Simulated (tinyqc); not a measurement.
# Read current of a NAND string, cells in series solved by shooting: what changes with what

Cells in series, numbered from 0 at the source line (0 V) to the bit line, each followed by a gap resistance Rg. A cell with gate Vg, threshold VT, source Vs and drain Vd passes I = 2 nf K Vt^2 [F(Vs) - F(Vd)]/(1 + th max(Vg - VT, 0)), F(V) = ln^2(1 + exp((Vg - VT - nf V)/(2 nf Vt))). The selected cell has Vg = Vr, the others Vg = Vp.

Inputs (values chosen for the exercise); values of the order met in vertical NAND strings:

| symbol | value | unit | meaning |
|---|---|---|---|
| T | 300 | K | temperature |
| K | 6.1 | uA/V^2 | gain factor of a cell |
| nf | 2.2 |  | slope factor |
| th | 0.05 | 1/V | mobility reduction factor |
| Rg | 3.9 | kohm | resistance of the gap between cells |
| Vbl | 0.5 | V | bit-line voltage |
| Vp | 7.9 | V | pass voltage |
| Ve | -2.4 | V | threshold of an erased cell |
| Vh | 3 | V | threshold of the highest state |
| Vx | 0.4 | V | threshold of the selected cell |
| Is | 20 | nA | sensing current |
| Vr | 2.21 | V | read voltage on the selected word line |

Constants: q = 1.602176634e-19 C, kB = 1.380649e-23 J/K, Vt = kB T/q. Results are converted to the units shown.

Each table varies one quantity; the others keep the values above.

## Read current against the number of cells

For a trial current I start at 0 V and, cell by cell, solve for the drain: sqrt(F(Vd)) = sqrt(F(Vs) - I/k), k = 2 nf K Vt^2/(1 + th max(Vg - VT, 0)), Vd = [Vg - VT - 2 nf Vt ln(exp(sqrt F) - 1)]/nf, then add I Rg. The string current is the I for which the last node reaches Vbl. The apparent threshold is the Vr at which I = Is. Background: all other cells erased (VT = Ve) or all in the highest state (VT = Vh); ratio and shift are high over erased and high minus erased. The selected cell is in the middle, cell n/2.

Read current against the number of cells:

| n | I, others erased (uA) | I, others high (uA) | ratio | apparent VT, erased (V) | apparent VT, high (V) | background shift (mV) |
|---|---|---|---|---|---|---|
| 8 | 1.412 | 0.9939 | 0.7040 | 0.4768 | 0.4799 | 3.106 |
| 16 | 0.8512 | 0.5508 | 0.6471 | 0.4817 | 0.4879 | 6.222 |
| 32 | 0.4734 | 0.2907 | 0.6141 | 0.4916 | 0.5041 | 12.49 |
| 64 | 0.2505 | 0.1494 | 0.5964 | 0.5115 | 0.5366 | 25.13 |
| 96 | 0.1703 | 0.1005 | 0.5903 | 0.5314 | 0.5693 | 37.95 |
| 128 | 0.1290 | 0.07576 | 0.5872 | 0.5513 | 0.6023 | 50.94 |
| 192 | 0.08687 | 0.05075 | 0.5841 | 0.5913 | 0.6687 | 77.44 |

With erased neighbours the current falls from 1.41 to 0.0869 uA, as n^(-0.73) between the first two rows and n^(-0.98) between the last two (-1 once the series resistance rules). The ratio falls from 0.704 to 0.584 and the background shift rises from 3.11 to 77.4 mV.

## Effect of the pass voltage

Same model as above.

The string has 128 cells and the selected one is cell 64.

Results:

| Vp (V) | I, others erased (uA) | I, others high (uA) | ratio | apparent VT, erased (V) | apparent VT, high (V) | background shift (mV) |
|---|---|---|---|---|---|---|
| 4.6 | 0.1000 | 0.02261 | 0.2260 | 0.5729 | 0.8637 | 290.8 |
| 5.6 | 0.1098 | 0.04124 | 0.3755 | 0.5645 | 0.6933 | 128.9 |
| 6.1 | 0.1144 | 0.04963 | 0.4340 | 0.5610 | 0.6610 | 100.0 |
| 6.6 | 0.1187 | 0.05749 | 0.4844 | 0.5579 | 0.6384 | 80.52 |
| 7.1 | 0.1228 | 0.06486 | 0.5282 | 0.5552 | 0.6217 | 66.50 |

Estimate the missing row, Vp = 5.1 V.

Computed row:

| Vp (V) | I, others erased (uA) | I, others high (uA) | ratio | apparent VT, erased (V) | apparent VT, high (V) | background shift (mV) |
|---|---|---|---|---|---|---|
| 5.1 | 0.1051 | 0.03226 | 0.3070 | 0.5684 | 0.7439 | 175.5 |

With this row back in the table: As Vp goes from 4.6 to 7.1 V, the current with erased neighbours rises from 0.100 to 0.123 uA, that with high neighbours rises from 0.0226 to 0.0649 uA and the ratio rises from 0.226 to 0.528. The background shift falls from 291 to 66.5 mV. A higher pass voltage also disturbs erased cells more, which this model leaves out.

Program tinyqc, `OMP_NUM_THREADS=1 python tinyqc.py 2142080 2142081 out.jsonl`; Intel Xeon 2.30GHz, shared host, one thread, about 0.9 s.
